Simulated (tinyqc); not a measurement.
From results back to parameters: trap in a gate oxide as a short-range spherical well. Five cases, with inputs chosen for the exercise.

Problem. In strong inversion a gate step dV falls across the oxide, so a trap at depth x moves by -e dV x/tox against EF and d ln(tau_c/tau_e)/dV = -x/(tox kB T/e). The slope was computed from a hidden depth.

Constants: kB = 8.617333262e-05 eV/K.

Case 1.

Values chosen (out of a larger set: near those of HfO2 on Si; not measured data): tox = 16 angstrom (oxide thickness); T = 200 K (temperature).

slope = -32.6377 1/V

Case 2.

Values chosen (out of a larger set: near those of SiO2 on 4H SiC; not measured data): tox = 22 angstrom (oxide thickness); T = 300 K (temperature).

slope = -15.8243 1/V

Case 3.

Values chosen (out of a larger set: near those of HfO2 on Si; not measured data): tox = 34 angstrom (oxide thickness); T = 200 K (temperature).

slope = -10.2393 1/V

Case 4.

Values chosen (out of a larger set: near those of SiO2 on 4H SiC; not measured data): tox = 23 angstrom (oxide thickness); T = 400 K (temperature).

slope = -8.8295 1/V

Case 5.

Values chosen (out of a larger set: near those of Al2O3 on GaAs; not measured data): tox = 22 angstrom (oxide thickness); T = 300 K (temperature).

slope = -10.5496 1/V

Find: x/tox; x.

Solution. x/tox = -slope kB T/e.

Case 1.

x/tox = 0.562
x = 9.0 angstrom

Case 2.

x/tox = 0.409
x = 9.0 angstrom

Case 3.

x/tox = 0.176
x = 6.0 angstrom

Case 4.

x/tox = 0.304
x = 7.0 angstrom

Case 5.

x/tox = 0.273
x = 6.0 angstrom

Computed by tinyqc, one run a case: `OMP_NUM_THREADS=1 python tinyqc.py N N+1 out.jsonl` with N = 1252332, 1252336, 1252438, 1252472, 1252493; one thread of a shared Intel(R) Xeon(R) Processor @ 2.30GHz, about 0.01 s a run at most.
